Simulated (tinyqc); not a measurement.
Hexagonal on-chip spiral inductor, lumped pi model: one step of the calculation.

Outer diameter do = di + 2 n wd + 2 (n - 1) sp, mean da = (do + di)/2, fill p = (do - di)/(do + di), length l = 3.464 n da. L = 2.33 mu0 n^2 da/(1 + 3.82 p), mu0 = 4 pi 1e-7 H/m. Rs = rho l/(wd delta (1 - exp(-th/delta))), delta = sqrt(rho/(pi f mu0)). Cs = n wd^2 eps0 eo/hu across the coil. At each end Cox = l wd eps0 eo/(2 ho) leads to the substrate branch Rsi = 2 rs he/(l wd) in parallel with Csi = l wd eps0 11.7/(2 he). With one end grounded Y = 1/(Rs + i w L) + i w Cs + 1/[1/(i w Cox) + 1/(1/Rsi + i w Csi)], w = 2 pi f; Q = -Im Y/Re Y. Eddy currents in neighbouring turns and in the substrate are left out.

Task. Geometry and model elements. do, l, L, delta, Rs, Cs, Cox, Rsi and Csi as defined.

Inputs (values chosen for the exercise); values of the order met in silicon radio-frequency processes:
```
symbol  value     unit                                     meaning
n         1.5                                      number of turns
wd         10       um                                  line width
sp          2       um                         space between turns
di         60       um                              inner diameter
th          3       um                             metal thickness
rho       2.2  uohm cm                           metal resistivity
ho        3.1       um                        oxide below the coil
hu        0.7       um            oxide between coil and underpass
eo        3.9                   relative permittivity of the oxide
rs         10   ohm cm                       substrate resistivity
he         80       um  effective spreading depth in the substrate
f         1.6      GHz                                   frequency
```

Constants: eps0 = 8.8541878128e-12 F/m. Results are converted to the units shown.

Wanted: do; l; L; delta; Rs; Cs; Cox; Rsi; Csi.

Result.

do = 92.00 um
l = 394.9 um
L = 0.2775 nH
delta = 1.866 um
Rs = 0.5822 ohm
Cs = 7.400 fF
Cox = 21.99 fF
Rsi = 4052 ohm
Csi = 2.557 fF

Numbers from tinyqc (`OMP_NUM_THREADS=1 python tinyqc.py 2302224 2302225 out.jsonl`; about 0.01 s on one thread of a shared Intel Xeon 2.30GHz).
